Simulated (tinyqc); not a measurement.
Scattering rates of a carrier in a spherical band by Fermi's golden rule: one step, computed by the program tinyqc. Command: `OMP_NUM_THREADS=1 python tinyqc.py 3031156 3031157 out.jsonl scatter walk`. One thread of a shared host (Intel(R) Xeon(R) Processor @ 2.30GHz), about 0.01 s of CPU time with the checks.

All processes here are isotropic or elastic, and the rate listed is the momentum relaxation rate.

Question. Optical or intervalley phonons. Kane band: hbar^2 k^2/(2 m) = E (1 + alpha E), speed v = hbar k/(m (1 + 2 alpha E)), states per spin, volume and energy g(E) = m k (1 + 2 alpha E)/(2 pi^2 hbar^2); overlap factors are set to 1. Masses are multiplied by m_0 and all formulas are in SI units. Phonon occupation N_q = 1/(exp(hbar w/(k_B T)) - 1). Optical or intervalley deformation potential: 1/tau = (pi Z_f D_o^2/(rho w)) [N_q g(E + hbar w) + (N_q + 1) g(E - hbar w)], with g = 0 below the band edge.

Inputs (values chosen for the exercise, modelled on electrons in diamond):
```
quantity                                          value       unit
density-of-states mass of one valley m            0.495        m_0
non-parabolicity alpha                              0.2       1/eV
density rho                                        3515     kg/m^3
phonon energy hbar w                                140        meV
optical or intervalley deformation potential D_o    7.9  1e8 eV/cm
final valleys Z_f                                     5          -
temperature T                                       150          K
carrier energy E                                     57        meV
```

Crystal: non-polar. Band: Kane. Impurity formula: Brooks-Herring. Further scattering: neutral impurities.

Constants: e = 1.602176634e-19 C; hbar = 6.582119569e-16 eV s; k_B = 8.617333262e-05 eV/K; m_0 = 9.1093837015e-31 kg; hbar = 1.054571817e-34 J s.

Give: absorption rate; emission rate.

Answer.

absorption rate = 2.4063e+08 1/s

emission rate = 0 1/s

E lies below hbar w, so emission is forbidden.
